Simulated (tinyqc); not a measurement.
Inside a calculation. Model: resistance of a source-drain extension with a graded tip.

Numbers from tinyqc (`OMP_NUM_THREADS=1 python tinyqc.py 2282011 2282012 out.jsonl`; about 0.03 s on one thread of a shared Intel Xeon 2.30GHz). Printed values are rounded.

y runs along the channel, the gate covers y > 0. The doping is N0 for y < y0 and N0 10^(-(y - y0)/la) beyond, uniform over the depth xj. Sheet conductance s(y) = q mu(N) max(N - Nch, 0) xj + (for y > 0) ma Cox Vo, with mu(N) = u0 + (u1 - u0)/(1 + (N/Nr)^au) and Cox = eps0 eox/tox. Current is taken as one-dimensional; depletion of the tip, spreading and the contact are left out. The metallurgical junction lies at yj, where N = Nch.

Values chosen for this exercise; mobility law close to that of electrons in silicon: relative permittivity of the gate insulator (close to silicon dioxide) eox = 3.9; insulator thickness tox = 1.2 nm; active doping of the extension far from the gate N0 = 6.9e19 cm^-3; lateral abruptness la = 5.7 nm/decade; position under the gate where the fall begins (gate edge at 0) y0 = -0.5 nm; depth of the extension xj = 19 nm; channel doping Nch = 5.3e17 cm^-3; gate overdrive Vo = 0.42 V; mobility of the gate-induced layer ma = 87 cm^2/(V s); mobility at low doping u1 = 1414 cm^2/(V s); mobility at high doping u0 = 68.5 cm^2/(V s); reference doping Nr = 9.2e16 cm^-3; exponent au = 0.711; gate length Lg = 60 nm.

Constants: q = 1.602176634e-19 C, eps0 = 8.8541878128e-14 F/cm where lengths are in cm. Results are converted to the units shown.

## Sheet resistances and junction position

yj = y0 + la log10(N0/Nch); sheet resistance of the full extension 1/[q mu(N0)(N0 - Nch) xj] and of the gate-induced layer 1/(ma Cox Vo); metallurgical length Lg - 2 yj; ye is where the doped and the gate-induced conductances are equal.

yj = 11.5531 nm
sheet resistance of the extension = 595.658 ohm/square
sheet resistance of the induced layer = 9510.41 ohm/square
metallurgical length = 36.8939 nm
ye = 7.87946 nm
N at ye = 2.33759e18 cm^-3

The gate takes over 3.67 nm before the junction, where N is still 4.41 times the channel doping.

## Resistance of the overlapped part

Midpoint rule on 10 equal steps from 0 to yj: R_ov = sum h/s(y), per width.

y, point 0 to 9 (nm): [0.577653, 1.73296, 2.88827, 4.04357, 5.19888, 6.35419, 7.50949, 8.66480, 9.82011, 10.9754]
N, point 0 to 9 (cm^-3): [4.46465e19, 2.79964e19, 1.75556e19, 1.10086e19, 6.90312e18, 4.32873e18, 2.71441e18, 1.70212e18, 1.06734e18, 6.69297e17]
doped conductance, point 0 to 9 (uS): [1139.66, 762.463, 517.828, 356.860, 248.688, 173.741, 119.529, 78.0150, 43.9900, 14.0922]
sheet resistance, point 0 to 9 (ohm/square): [803.336, 1152.59, 1605.20, 2164.47, 2826.16, 3585.65, 4450.83, 5459.62, 6705.20, 8386.44]
R_ov = 42.908 ohm um

The exact integral is 43.015 ohm um; the coarse sum is 0.25 % below it.
